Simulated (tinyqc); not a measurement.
Inside a calculation. Method: UKS/LDA (PW92) in the sto-3g basis, for H4+, spin multiplicity 2. Computed by tinyqc, a small Python program that keeps every step (integrals from PySCF). Settings: charge = 1, multiplicity = 2, basis = sto-3g, energy threshold = 1e-10, iteration cap = 64, orthogonalisation = symmetric, start = atomic densities, DIIS depth = 6, method = UKS, functional = lda,pw, grid = [40, 50]. Command: `OMP_NUM_THREADS=1 python tinyqc.py 23499 23500 out.jsonl` (the two numbers bound the seeds that draw the settings). One thread of a shared host (Intel(R) Xeon(R) Processor @ 2.60GHz), about 1 s of CPU time with the checks. Later iterations appear only in the table of the cycle.

## One-electron integrals

Geometry (angstrom):
```
atom       x       y       z
H     0.0000  0.0000  0.0000
H     0.0000  0.0000  1.4230
H     0.0000  2.1350  0.0000
H     0.0000  2.1350  1.4230
```

Basis sto-3g: exponents (1/bohr^2) and contraction coefficients of normalised primitives:
```
element  l (shell)  exponent  coefficient
H            s (1)    3.4253       0.1543
H            s (1)    0.6239       0.5353
H            s (1)    0.1689       0.4446
```

Overlap, kinetic and nuclear-attraction integrals over the contracted functions; the nuclear repulsion is the sum of Za Zb / Rab.

nuclear repulsion = 1.651956 hartree

overlap S:
```
        1H 1s   2H 1s   3H 1s   4H 1s
1H 1s  1.0000  0.2864  0.0951  0.0437
2H 1s  0.2864  1.0000  0.0437  0.0951
3H 1s  0.0951  0.0437  1.0000  0.2864
4H 1s  0.0437  0.0951  0.2864  1.0000
```

kinetic energy T (hartree):
```
         1H 1s    2H 1s    3H 1s    4H 1s
1H 1s   0.7600   0.0171  -0.0112  -0.0102
2H 1s   0.0171   0.7600  -0.0102  -0.0112
3H 1s  -0.0112  -0.0102   0.7600   0.0171
4H 1s  -0.0102  -0.0112   0.0171   0.7600
```

nuclear attraction V (hartree):
```
         1H 1s    2H 1s    3H 1s    4H 1s
1H 1s  -2.0505  -0.5160  -0.1561  -0.0733
2H 1s  -0.5160  -2.0505  -0.0733  -0.1561
3H 1s  -0.1561  -0.0733  -2.0505  -0.5160
4H 1s  -0.0733  -0.1561  -0.5160  -2.0505
```

core Hamiltonian H = T + V (hartree):
```
         1H 1s    2H 1s    3H 1s    4H 1s
1H 1s  -1.2904  -0.4989  -0.1673  -0.0835
2H 1s  -0.4989  -1.2904  -0.0835  -0.1673
3H 1s  -0.1673  -0.0835  -1.2904  -0.4989
4H 1s  -0.0835  -0.1673  -0.4989  -1.2904
```

## Two-electron integrals

Functions are numbered as in S; the eight-fold symmetry (ij|kl) = (ji|kl) = (kl|ij) leaves the list below.

Two-electron integrals (ij|kl) in chemists' order, unique and non-zero (hartree):
```
(11|11) 0.7746   (21|11) 0.1570   (21|21) 0.0474   (22|11) 0.3624
(22|21) 0.1570   (22|22) 0.7746   (31|11) 0.0430   (31|21) 0.0103
(31|22) 0.0278   (31|31) 0.0046   (32|11) 0.0161   (32|21) 0.0051
(32|22) 0.0177   (32|31) 0.0018   (32|32) 0.0009   (33|11) 0.2474
(33|21) 0.0667   (33|22) 0.2062   (33|31) 0.0430   (33|32) 0.0177
(33|33) 0.7746   (41|11) 0.0177   (41|21) 0.0051   (41|22) 0.0161
(41|31) 0.0018   (41|32) 0.0009   (41|33) 0.0161   (41|41) 0.0009
(42|11) 0.0278   (42|21) 0.0103   (42|22) 0.0430   (42|31) 0.0029
(42|32) 0.0018   (42|33) 0.0278   (42|41) 0.0018   (42|42) 0.0046
(43|11) 0.0667   (43|21) 0.0198   (43|22) 0.0667   (43|31) 0.0103
(43|32) 0.0051   (43|33) 0.1570   (43|41) 0.0051   (43|42) 0.0103
(43|43) 0.0474   (44|11) 0.2062   (44|21) 0.0667   (44|22) 0.2474
(44|31) 0.0278   (44|32) 0.0161   (44|33) 0.3624   (44|41) 0.0177
(44|42) 0.0430   (44|43) 0.1570   (44|44) 0.7746
```

## Orthogonalisation

S = U s U^T; symmetric (Loewdin) form X = U s^(-1/2) U^T, so that X^T S X = 1.

eigenvalues of S: 0.6622  0.7650  1.1475  1.4252

X:
```
         1H 1s    2H 1s    3H 1s    4H 1s
1H 1s   1.0358  -0.1502  -0.0454  -0.0026
2H 1s  -0.1502   1.0358  -0.0026  -0.0454
3H 1s  -0.0454  -0.0026   1.0358  -0.1502
4H 1s  -0.0026  -0.0454  -0.1502   1.0358
```

## Starting guess

The start is atomic minimal-basis densities projected into this basis (PySCF's MINAO start) and scaled to the electron count of each spin; this density is not idempotent, so its energy is not variational and may lie below the converged one.

D(alpha) at the start:
```
        1H 1s   2H 1s   3H 1s   4H 1s
1H 1s  0.4853  0.0412  0.0253  0.0117
2H 1s  0.0412  0.4853  0.0117  0.0253
3H 1s  0.0253  0.0117  0.4853  0.0412
4H 1s  0.0117  0.0253  0.0412  0.4853
```

D(beta) at the start:
```
        1H 1s   2H 1s   3H 1s   4H 1s
1H 1s  0.2426  0.0206  0.0127  0.0058
2H 1s  0.0206  0.2426  0.0058  0.0127
3H 1s  0.0127  0.0058  0.2426  0.0206
4H 1s  0.0058  0.0127  0.0206  0.2426
```

## Iteration 1: exchange-correlation on the grid

Becke grid with 40 radial and 50 angular points per atom, points of zero weight dropped. rho = sum D_ij phi_i phi_j; V_xc,ij = sum w v_xc phi_i phi_j; v_xc is d(rho eps)/d rho(s) for spin s.

The 12 grid points with the largest w rho, of 7930 (bohr, atomic units):
```
x             y       z       w  rho(alpha)  rho(beta)   eps_xc  v_xc(alpha)
0.0000   3.2152  0.8194  0.0579      0.0197     0.0099  -0.2771      -0.3776
0.0000   0.8194  0.8194  0.0579      0.0197     0.0099  -0.2771      -0.3776
0.0000   3.2152  1.8697  0.0579      0.0197     0.0099  -0.2771      -0.3776
0.0000   0.8194  1.8697  0.0579      0.0197     0.0099  -0.2771      -0.3776
0.0000   0.9407  0.9407  0.0785      0.0144     0.0072  -0.2518      -0.3424
0.0000   3.0939  1.7484  0.0785      0.0144     0.0072  -0.2518      -0.3424
0.0000   3.0939  0.9407  0.0785      0.0144     0.0072  -0.2518      -0.3424
0.0000   0.9407  1.7484  0.0785      0.0144     0.0072  -0.2518      -0.3424
0.8194   0.0000  1.8697  0.0574      0.0195     0.0097  -0.2760      -0.3761
0.8194   0.0000  0.8194  0.0574      0.0195     0.0097  -0.2760      -0.3761
-0.8194  0.0000  1.8697  0.0574      0.0195     0.0097  -0.2760      -0.3761
-0.8194  0.0000  0.8194  0.0574      0.0195     0.0097  -0.2760      -0.3761
```

electrons on the grid, sum of w rho = 2.9993

E_xc = sum of w rho eps_xc = -0.881617 hartree

V_xc(alpha) (hartree):
```
         1H 1s    2H 1s    3H 1s    4H 1s
1H 1s  -0.4036  -0.0997  -0.0276  -0.0126
2H 1s  -0.0997  -0.4036  -0.0126  -0.0276
3H 1s  -0.0276  -0.0126  -0.4036  -0.0997
4H 1s  -0.0126  -0.0276  -0.0997  -0.4036
```

V_xc(beta) (hartree):
```
         1H 1s    2H 1s    3H 1s    4H 1s
1H 1s  -0.3502  -0.0872  -0.0243  -0.0112
2H 1s  -0.0872  -0.3502  -0.0112  -0.0243
3H 1s  -0.0243  -0.0112  -0.3502  -0.0872
4H 1s  -0.0112  -0.0243  -0.0872  -0.3502
```

## Iteration 1: building the Kohn-Sham matrix

J_ij = sum D_kl (ij|kl) with D = D(alpha) + D(beta); F = H + J + V_xc; E = tr D H + tr D J / 2 + E_xc + E_nn.

Coulomb J (hartree):
```
        1H 1s   2H 1s   3H 1s   4H 1s
1H 1s  1.1920  0.3359  0.1064  0.0508
2H 1s  0.3359  1.1920  0.0508  0.1064
3H 1s  0.1064  0.0508  1.1920  0.3359
4H 1s  0.0508  0.1064  0.3359  1.1920
```

F(alpha) (hartree):
```
         1H 1s    2H 1s    3H 1s    4H 1s
1H 1s  -0.5021  -0.2627  -0.0885  -0.0454
2H 1s  -0.2627  -0.5021  -0.0454  -0.0885
3H 1s  -0.0885  -0.0454  -0.5021  -0.2627
4H 1s  -0.0454  -0.0885  -0.2627  -0.5021
```

F(beta) (hartree):
```
         1H 1s    2H 1s    3H 1s    4H 1s
1H 1s  -0.4487  -0.2502  -0.0852  -0.0439
2H 1s  -0.2502  -0.4487  -0.0439  -0.0852
3H 1s  -0.0852  -0.0439  -0.4487  -0.2502
4H 1s  -0.0439  -0.0852  -0.2502  -0.4487
```

total energy of this density = -1.354860 hartree

This density is the starting one; it is not idempotent, so its energy is not variational and may lie below the converged one.

## Iteration 1: diagonalisation and new density

Diagonalise F' = X^T F X, C = X C', fill 2 alpha and 1 beta electrons from the bottom; D(s) = C_occ C_occ^T. Each column has its largest component positive (the first on a tie).

F' = X^T F X (alpha) (hartree):
```
         1        2        3        4
1  -0.4615  -0.1287  -0.0384  -0.0020
2  -0.1287  -0.4615  -0.0020  -0.0384
3  -0.0384  -0.0020  -0.4615  -0.1287
4  -0.0020  -0.0384  -0.1287  -0.4615
```

orbital energies (alpha) (hartree): MO1 -0.6306, MO2 -0.5498, MO3 -0.3691, MO4 -0.2964

coefficients C (alpha):
```
          MO1      MO2      MO3      MO4
1H 1s  0.4188   0.4668   0.5716   0.6144
2H 1s  0.4188   0.4668  -0.5716  -0.6144
3H 1s  0.4188  -0.4668   0.5716  -0.6144
4H 1s  0.4188  -0.4668  -0.5716   0.6144
```

F' = X^T F X (beta) (hartree):
```
         1        2        3        4
1  -0.4070  -0.1316  -0.0401  -0.0021
2  -0.1316  -0.4070  -0.0021  -0.0401
3  -0.0401  -0.0021  -0.4070  -0.1316
4  -0.0021  -0.0401  -0.1316  -0.4070
```

orbital energies (beta) (hartree): MO1 -0.5809, MO2 -0.4965, MO3 -0.3134, MO4 -0.2374

coefficients C (beta):
```
          MO1      MO2      MO3      MO4
1H 1s  0.4188   0.4668   0.5716   0.6144
2H 1s  0.4188   0.4668  -0.5716  -0.6144
3H 1s  0.4188  -0.4668   0.5716  -0.6144
4H 1s  0.4188  -0.4668  -0.5716   0.6144
```

D(alpha) after iteration 1:
```
         1H 1s    2H 1s    3H 1s    4H 1s
1H 1s   0.3933   0.3933  -0.0425  -0.0425
2H 1s   0.3933   0.3933  -0.0425  -0.0425
3H 1s  -0.0425  -0.0425   0.3933   0.3933
4H 1s  -0.0425  -0.0425   0.3933   0.3933
```

D(beta) after iteration 1:
```
        1H 1s   2H 1s   3H 1s   4H 1s
1H 1s  0.1754  0.1754  0.1754  0.1754
2H 1s  0.1754  0.1754  0.1754  0.1754
3H 1s  0.1754  0.1754  0.1754  0.1754
4H 1s  0.1754  0.1754  0.1754  0.1754
```

## Iteration 2: exchange-correlation on the grid

As before.

The 12 grid points with the largest w rho, of 7930 (bohr, atomic units):
```
x             y       z       w  rho(alpha)  rho(beta)   eps_xc  v_xc(alpha)
0.0000   3.0939  1.7484  0.0785      0.0183     0.0103  -0.2731      -0.3705
0.0000   3.0939  0.9407  0.0785      0.0183     0.0103  -0.2731      -0.3705
0.0000   0.9407  1.7484  0.0785      0.0183     0.0103  -0.2731      -0.3705
0.0000   0.9407  0.9407  0.0785      0.0183     0.0103  -0.2731      -0.3705
0.0000   2.9600  1.6145  0.0999      0.0140     0.0084  -0.2531      -0.3419
0.0000   2.9600  1.0746  0.0999      0.0140     0.0084  -0.2531      -0.3419
0.0000   1.0746  1.6145  0.0999      0.0140     0.0084  -0.2531      -0.3419
0.0000   1.0746  1.0746  0.0999      0.0140     0.0084  -0.2531      -0.3419
-0.4011  3.6335  1.4858  0.0535      0.0266     0.0132  -0.3034      -0.4144
0.4011   3.6335  1.4858  0.0535      0.0266     0.0132  -0.3034      -0.4144
0.4011   3.6335  1.2033  0.0535      0.0266     0.0132  -0.3034      -0.4144
-0.4011  3.6335  1.2033  0.0535      0.0266     0.0132  -0.3034      -0.4144
```

electrons on the grid, sum of w rho = 2.9989

E_xc = sum of w rho eps_xc = -0.851313 hartree

V_xc(alpha) (hartree):
```
         1H 1s    2H 1s    3H 1s    4H 1s
1H 1s  -0.3992  -0.1026  -0.0277  -0.0131
2H 1s  -0.1026  -0.3992  -0.0131  -0.0277
3H 1s  -0.0277  -0.0131  -0.3992  -0.1026
4H 1s  -0.0131  -0.0277  -0.1026  -0.3992
```

V_xc(beta) (hartree):
```
         1H 1s    2H 1s    3H 1s    4H 1s
1H 1s  -0.3438  -0.0893  -0.0250  -0.0118
2H 1s  -0.0893  -0.3438  -0.0118  -0.0250
3H 1s  -0.0250  -0.0118  -0.3438  -0.0893
4H 1s  -0.0118  -0.0250  -0.0893  -0.3438
```

## Iteration 2: building the Kohn-Sham matrix

As before.

Coulomb J (hartree):
```
        1H 1s   2H 1s   3H 1s   4H 1s
1H 1s  1.1868  0.3391  0.1069  0.0514
2H 1s  0.3391  1.1868  0.0514  0.1069
3H 1s  0.1069  0.0514  1.1868  0.3391
4H 1s  0.0514  0.1069  0.3391  1.1868
```

F(alpha) (hartree):
```
         1H 1s    2H 1s    3H 1s    4H 1s
1H 1s  -0.5028  -0.2624  -0.0881  -0.0452
2H 1s  -0.2624  -0.5028  -0.0452  -0.0881
3H 1s  -0.0881  -0.0452  -0.5028  -0.2624
4H 1s  -0.0452  -0.0881  -0.2624  -0.5028
```

F(beta) (hartree):
```
         1H 1s    2H 1s    3H 1s    4H 1s
1H 1s  -0.4474  -0.2491  -0.0854  -0.0439
2H 1s  -0.2491  -0.4474  -0.0439  -0.0854
3H 1s  -0.0854  -0.0439  -0.4474  -0.2491
4H 1s  -0.0439  -0.0854  -0.2491  -0.4474
```

total energy of this density = -1.625496 hartree

## Iteration 2: DIIS over 2 matrices

error matrix X^T (FDS - SDF) X (alpha):
```
        1       2       3       4
1  0.0000  0.0000  0.0000  0.0000
2  0.0000  0.0000  0.0000  0.0000
3  0.0000  0.0000  0.0000  0.0000
4  0.0000  0.0000  0.0000  0.0000
```

B (overlaps of the stored error matrices):
```
               1              2
1  0.0000000e+00  0.0000000e+00
2  0.0000000e+00  0.0000000e+00
```

Minimise |sum c_i e_i|^2 with sum c_i = 1: solve [B -1; -1 0][c; lambda] = [0; -1] with B_ij = tr e_i^T e_j summed over both spins, and take F = sum c_i F_i.

DIIS coefficients: 0.9101  0.0899

extrapolated F(alpha) (hartree):
```
         1H 1s    2H 1s    3H 1s    4H 1s
1H 1s  -0.5022  -0.2627  -0.0884  -0.0454
2H 1s  -0.2627  -0.5022  -0.0454  -0.0884
3H 1s  -0.0884  -0.0454  -0.5022  -0.2627
4H 1s  -0.0454  -0.0884  -0.2627  -0.5022
```

extrapolated F(beta) (hartree):
```
         1H 1s    2H 1s    3H 1s    4H 1s
1H 1s  -0.4485  -0.2501  -0.0852  -0.0439
2H 1s  -0.2501  -0.4485  -0.0439  -0.0852
3H 1s  -0.0852  -0.0439  -0.4485  -0.2501
4H 1s  -0.0439  -0.0852  -0.2501  -0.4485
```

## Iteration 2: diagonalisation and new density

As before.

F' = X^T F X (alpha) (hartree):
```
         1        2        3        4
1  -0.4616  -0.1287  -0.0383  -0.0020
2  -0.1287  -0.4616  -0.0020  -0.0383
3  -0.0383  -0.0020  -0.4616  -0.1287
4  -0.0020  -0.0383  -0.1287  -0.4616
```

orbital energies (alpha) (hartree): MO1 -0.6306, MO2 -0.5499, MO3 -0.3693, MO4 -0.2966

coefficients C (alpha):
```
          MO1      MO2      MO3      MO4
1H 1s  0.4188   0.4668   0.5716   0.6144
2H 1s  0.4188   0.4668  -0.5716  -0.6144
3H 1s  0.4188  -0.4668   0.5716  -0.6144
4H 1s  0.4188  -0.4668  -0.5716   0.6144
```

F' = X^T F X (beta) (hartree):
```
         1        2        3        4
1  -0.4069  -0.1316  -0.0401  -0.0021
2  -0.1316  -0.4069  -0.0021  -0.0401
3  -0.0401  -0.0021  -0.4069  -0.1316
4  -0.0021  -0.0401  -0.1316  -0.4069
```

orbital energies (beta) (hartree): MO1 -0.5808, MO2 -0.4963, MO3 -0.3134, MO4 -0.2373

coefficients C (beta):
```
          MO1      MO2      MO3      MO4
1H 1s  0.4188   0.4668   0.5716   0.6144
2H 1s  0.4188   0.4668  -0.5716  -0.6144
3H 1s  0.4188  -0.4668   0.5716  -0.6144
4H 1s  0.4188  -0.4668  -0.5716   0.6144
```

D(alpha) after iteration 2:
```
         1H 1s    2H 1s    3H 1s    4H 1s
1H 1s   0.3933   0.3933  -0.0425  -0.0425
2H 1s   0.3933   0.3933  -0.0425  -0.0425
3H 1s  -0.0425  -0.0425   0.3933   0.3933
4H 1s  -0.0425  -0.0425   0.3933   0.3933
```

D(beta) after iteration 2:
```
        1H 1s   2H 1s   3H 1s   4H 1s
1H 1s  0.1754  0.1754  0.1754  0.1754
2H 1s  0.1754  0.1754  0.1754  0.1754
3H 1s  0.1754  0.1754  0.1754  0.1754
4H 1s  0.1754  0.1754  0.1754  0.1754
```

## Iteration 3 (converged): orbitals

converged F(alpha) (hartree):
```
         1H 1s    2H 1s    3H 1s    4H 1s
1H 1s  -0.5028  -0.2624  -0.0881  -0.0452
2H 1s  -0.2624  -0.5028  -0.0452  -0.0881
3H 1s  -0.0881  -0.0452  -0.5028  -0.2624
4H 1s  -0.0452  -0.0881  -0.2624  -0.5028
```

converged F(beta) (hartree):
```
         1H 1s    2H 1s    3H 1s    4H 1s
1H 1s  -0.4474  -0.2491  -0.0854  -0.0439
2H 1s  -0.2491  -0.4474  -0.0439  -0.0854
3H 1s  -0.0854  -0.0439  -0.4474  -0.2491
4H 1s  -0.0439  -0.0854  -0.2491  -0.4474
```

As before.

F' = X^T F X (alpha) (hartree):
```
         1        2        3        4
1  -0.4624  -0.1282  -0.0379  -0.0019
2  -0.1282  -0.4624  -0.0019  -0.0379
3  -0.0379  -0.0019  -0.4624  -0.1282
4  -0.0019  -0.0379  -0.1282  -0.4624
```

orbital energies (alpha) (hartree): MO1 -0.6304, MO2 -0.5508, MO3 -0.3703, MO4 -0.2982

coefficients C (alpha):
```
          MO1      MO2      MO3      MO4
1H 1s  0.4188   0.4668   0.5716   0.6144
2H 1s  0.4188   0.4668  -0.5716  -0.6144
3H 1s  0.4188  -0.4668   0.5716  -0.6144
4H 1s  0.4188  -0.4668  -0.5716   0.6144
```

F' = X^T F X (beta) (hartree):
```
         1        2        3        4
1  -0.4060  -0.1309  -0.0404  -0.0021
2  -0.1309  -0.4060  -0.0021  -0.0404
3  -0.0404  -0.0021  -0.4060  -0.1309
4  -0.0021  -0.0404  -0.1309  -0.4060
```

orbital energies (beta) (hartree): MO1 -0.5794, MO2 -0.4943, MO3 -0.3134, MO4 -0.2368

coefficients C (beta):
```
          MO1      MO2      MO3      MO4
1H 1s  0.4188   0.4668   0.5716   0.6144
2H 1s  0.4188   0.4668  -0.5716  -0.6144
3H 1s  0.4188  -0.4668   0.5716  -0.6144
4H 1s  0.4188  -0.4668  -0.5716   0.6144
```

D(alpha) after iteration 3:
```
         1H 1s    2H 1s    3H 1s    4H 1s
1H 1s   0.3933   0.3933  -0.0425  -0.0425
2H 1s   0.3933   0.3933  -0.0425  -0.0425
3H 1s  -0.0425  -0.0425   0.3933   0.3933
4H 1s  -0.0425  -0.0425   0.3933   0.3933
```

D(beta) after iteration 3:
```
        1H 1s   2H 1s   3H 1s   4H 1s
1H 1s  0.1754  0.1754  0.1754  0.1754
2H 1s  0.1754  0.1754  0.1754  0.1754
3H 1s  0.1754  0.1754  0.1754  0.1754
4H 1s  0.1754  0.1754  0.1754  0.1754
```

## Convergence

Stop when the energy changes by less than 1e-10 hartree and every element of the error matrix X^T (F D S - S D F) X (for each spin) is below 3e-06.

Course of the cycle:
```
iteration  E (hartree)     change  largest element of the error matrix
1            -1.354860          -                             1.74e-16
2            -1.625496  -2.71e-01                             1.40e-15
3            -1.625496  -2.00e-15                             1.10e-15
```

PySCF UKS in the same basis, fine grid, after a stability check = -1.625680 hartree

Converged in 3 iterations. The coarse grid moves the energy by +1.84e-04 hartree.

## Populations, bond orders and dipole

Mulliken: Z minus the diagonal of D S on the atom; Loewdin: the same with S^(1/2) D S^(1/2); Mayer order: 2 sum_s sum (D(s) S)_ij (D(s) S)_ji over the two atoms.

Charges (e):
```
atom  Mulliken  Loewdin  Mulliken spin
1H      0.2500   0.2500         0.2500
2H      0.2500   0.2500         0.2500
3H      0.2500   0.2500         0.2500
4H      0.2500   0.2500         0.2500
```

Mayer bond orders:
```
pair   order
2-1   0.6250
3-1   0.1250
3-2   0.1250
4-1   0.1250
4-2   0.1250
4-3   0.6250
```

dipole moment about the origin, x y z (debye): 0.0000  5.1274  3.4175

<S^2> of the determinant (pure state: 0.75) = 0.7500
